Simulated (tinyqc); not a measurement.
# Thin-film transistor with exponential tail and deep states, accumulation layer, step by step

Computed by the program tinyqc: `OMP_NUM_THREADS=1 python tinyqc.py 2610016 2610017 out.jsonl`, one thread of a shared Intel Xeon 2.30GHz, about 0.02 s for the whole run. Printed values are rounded.

An undoped film in accumulation, thicker than the space-charge layer. With band bending psi the Fermi level lies E0 - psi below the band edge. Free electrons n = n0 exp(psi/Vt) carry the current; electrons in two exponential distributions of traps, a = a0 exp(psi/Va) and d = d0 exp(psi/Vp), do not. Linear regime, ohmic contacts, traps in equilibrium.

Values chosen for this exercise; values close to those of amorphous silicon:
```
symbol,value,unit,meaning
T,270,K,temperature
eps_r,11.8,,relative permittivity of the semiconductor
Nc,4.3e19,cm^-3,density of extended states
mb,9.3,cm^2/(V s),band mobility
Nt,9.8e19,cm^-3,total density of tail states
Tt,320,K,characteristic temperature of the tail
Nd,7.4e17,cm^-3,total density of deep states
Td,980,K,characteristic temperature of the deep states
E0,0.65,eV,bulk Fermi level below the band edge
Ci,60,nF/cm^2,gate capacitance
WL,5,,ratio W/L
Vd,0.1,V,drain voltage
Vg,6.2,V,gate voltage above flat band
```

Constants: q = 1.602176634e-19 C, kB = 1.380649e-23 J/K, Vt = kB T/q, eps0 = 8.8541878128e-14 F/cm where lengths are in cm. Results are converted to the units shown.

Range of the model: The th form assumes a Fermi level far below the band edge; at the surface it overcounts the filled tail by a factor of about 1.9.

## Bulk densities

Va = kB Tt/q, Vp = kB Td/q; n0 = Nc exp(-E0/Vt), a0 = Nt th(T/Tt) exp(-E0/Va), d0 = Nd th(T/Td) exp(-E0/Vp), th(x) = pi x/sin(pi x).

Va = 0.0275755 V
Vp = 0.0844499 V
th(T/Tt) = 5.62312
n0 = 3.16715e7 cm^-3
a0 = 3.19267e10 cm^-3
d0 = 3.82094e14 cm^-3

## Iteration 1: surface potential by Newton steps

psi at the start = 0.7 V

Va = kB Tt/q, Vp = kB Td/q. G(psi) = sum over the three kinds of c0 [V (exp(psi/V) - 1) - psi], field F = sqrt(2 q G/(eps0 eps_r)); Vg = psi + eps0 eps_r F/Ci at the surface. f = psi + eps0 eps_r F/Ci - Vg, f' = 1 + q rho/(Ci F) with rho = sum c0 (exp(psi/V) - 1); psi(new) = psi - f/f'.

F = 5589.29 kV/cm
f = 91.8277 V
f' = 1791.79
psi after iteration 1 = 0.648751 V

## Iteration 2: surface potential by Newton steps

As before.

F = 2183.18 kV/cm
f = 32.4651 V
f' = 696.023
psi after iteration 2 = 0.602107 V

## Course of the iteration: surface potential by Newton steps

Stop when psi changes by less than 1e-10 V, or after 30 iterations. psi must stay between 0 and 5 V.

Course of the iteration:

| iteration | psi (V) | \|change\| (V) |
|---|---|---|
| 1 | 0.648751 | 0.0512 |
| 2 | 0.602107 | 0.0466 |
| 3 | 0.566023 | 0.0361 |
| 4 | 0.547267 | 0.0188 |
| 5 | 0.543204 | 4.06e-3 |
| 6 | 0.543046 | 1.59e-4 |
| 7 | 0.543045 | 2.31e-7 |
| 8 | 0.543045 | 4.89e-13 |

Converged in 8 iterations. At the end the number of correct digits about doubles with each step.

## Free and total charge, current

psi_s = 0.543045 V

Va = kB Tt/q, Vp = kB Td/q. G(psi) = sum over the three kinds of c0 [V (exp(psi/V) - 1) - psi], field F = sqrt(2 q G/(eps0 eps_r)); Vg = psi + eps0 eps_r F/Ci at the surface. Total charge Q = Ci (Vg - psi_s); free charge Qf = q times the integral of n0 (exp(psi/Vt) - 1)/F over psi from 0 to psi_s; I = (W/L) mb Qf Vd; effective mobility mb Qf/Q.

surface densities (cm^-3): free 4.33580e17, tail 1.13957e19, deep 2.37056e17
Q = 339.417 nC/cm^2
Qf = 8.03541 nC/cm^2
effective mobility = 0.220169 cm^2/(V s)
I = 37.3646 nA

2.37 % of the induced charge is free, against 3.59 % of the electrons right at the surface.
